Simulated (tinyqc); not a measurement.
Changing the cation polarisability alpha_+: rigid-ion and shell models of the dielectric response of an ionic crystal. Computed by tinyqc, a small Python program. Command: `OMP_NUM_THREADS=1 python tinyqc.py 3008607 3008608 out.jsonl shell sweep`. One thread of a shared host (Intel(R) Xeon(R) Processor @ 2.30GHz), about 0.01 s of CPU time with the checks.

Charges +Z and -Z; 6 nearest neighbours, Madelung constant M = 1.747565, volume per ion pair Omega = 2.000000 d^3. Energy per pair U = -M Z^2 e2/d + 6 A exp(-d/rho), e2 = e^2/(4 pi eps_0). In the shell model the anion is a core of charge Y - Z and a massless shell of charge -Y, joined by the spring k; the repulsion acts on the shell. Each ion feels the Lorentz field E + (4 pi/3) P (Gaussian units).

Inputs (values chosen for the exercise, for a model crystal):

| quantity | value | unit |
|---|---|---|
| nearest-neighbour distance d | 3.04 | angstrom |
| ionic charge Z | 1 | e |
| hardness d/rho | 11.6 | - |
| cation mass | 119 | u |
| anion mass | 19 | u |
| shell charge size Y | 3.29 | e |
| core-shell spring k | 85 | eV/angstrom^2 |
| film thickness t | 11 | nm |

Structure: rock salt.

Constants: e^2/(4 pi eps_0) = 14.39964548 eV angstrom; 1 eV/angstrom^3 = 160.2176634 GPa; nu for 1 eV/(angstrom^2 u) = 15.6333042 THz; 1 THz = 33.35640952 1/cm; eps_0 = 8.8541878128e-12 F/m; h x 1 THz = 4.135667696 meV.

Method:
- Zero pressure fixes 6 A exp(-d/rho) = M Z^2 e2 rho/d^2. Then U = -(M Z^2 e2/d)(1 - rho/d), B = M Z^2 e2 (d/rho - 2)/(9 Omega d), and the spring of one sublattice against the other is R = (1/3) x (Laplacian of the repulsion summed over neighbours) = M Z^2 e2 (d/rho - 2)/(3 d^3), so R = 3 B Omega/d^2.
- Eliminating the shell gives the anion polarisability alpha_- = Y^2 e2/(k + R), the Szigeti charge Z_S = Z - Y R/(k + R) and the softened spring R' = k R/(k + R). With b = 4 pi (alpha_+ + alpha_-)/(3 Omega): eps_inf = (1 + 2b)/(1 - b) (Clausius-Mossotti); Born charge Z* = Z_S (eps_inf + 2)/3.
- mu lambda_TO = R' - (4 pi e2/(3 Omega)) Z_S^2/(1 - b); mu lambda_LO = mu lambda_TO + 4 pi e2 Z*^2/(eps_inf Omega); eps_s = eps_inf lambda_LO/lambda_TO.
- lambda in eV/(angstrom^2 u) gives the wavenumber 15.6333042 x 33.35640952 x sqrt(lambda); mu is the reduced mass.
- Capacitance per area eps_0 eps_s/t; equivalent oxide thickness EOT = t x 3.9/eps_s; the surface optical mode against silicon (eps = 11.7) lies at omega_TO sqrt[(eps_s + 11.7)/(eps_inf + 11.7)], and its squared coupling to channel electrons scales as g = hbar omega_SO [1/(11.7 + eps_inf) - 1/(11.7 + eps_s)], with hbar omega = h c x wavenumber.

One run for each value:

| cation polarisability alpha_+ (angstrom^3) | eps_s | eps_inf | Born charge Z* (e) | omega_TO (1/cm) | remote-phonon coupling g (meV) |
|---|---|---|---|---|---|
| 0.056 | 3.405 | 1.474 | 1.034 | 172.0 | 0.2215 |
| 0.094 | 3.432 | 1.485 | 1.037 | 171.8 | 0.2227 |
| 0.160 | 3.481 | 1.505 | 1.043 | 171.6 | 0.2248 |
| 0.260 | 3.557 | 1.536 | 1.052 | 171.1 | 0.2279 |
| 0.440 | 3.699 | 1.593 | 1.069 | 170.3 | 0.2338 |
| 0.730 | 3.943 | 1.688 | 1.098 | 169.0 | 0.2438 |
| 2.000 | 5.314 | 2.174 | 1.242 | 162.1 | 0.2960 |
| 3.400 | 7.811 | 2.884 | 1.453 | 151.4 | 0.3759 |

Give the missing row, cation polarisability alpha_+ (angstrom^3) = 1.200.

Computed row; columns: (1) cation polarisability alpha_+ (angstrom^3); (2) eps_s; (3) eps_inf; (4) Born charge Z* (e); (5) omega_TO (1/cm); (6) remote-phonon coupling g (meV):
```
(1)      (2)    (3)    (4)    (5)     (6)
1.200  4.386  1.855  1.147  166.7  0.2613
```

Interpolating between the two neighbouring rows (the first column on a logarithmic scale, the others too where they are positive) misses most in eps_s, by 4.2 %. Over the rows, eps_s rises from 3.40 to 7.81 (exponent d ln y / d ln x 0.016 between the first rows and 0.73 between the last); eps_inf rises from 1.47 to 2.88 (exponent d ln y / d ln x 0.015 between the first rows and 0.53 between the last); Born charge Z* (e) rises from 1.03 to 1.45 (exponent d ln y / d ln x 0.0063 between the first rows and 0.30 between the last). A more polarisable cation strengthens the local field, which raises the Born charge and softens the TO mode at once; eps_s grows faster than eps_inf.
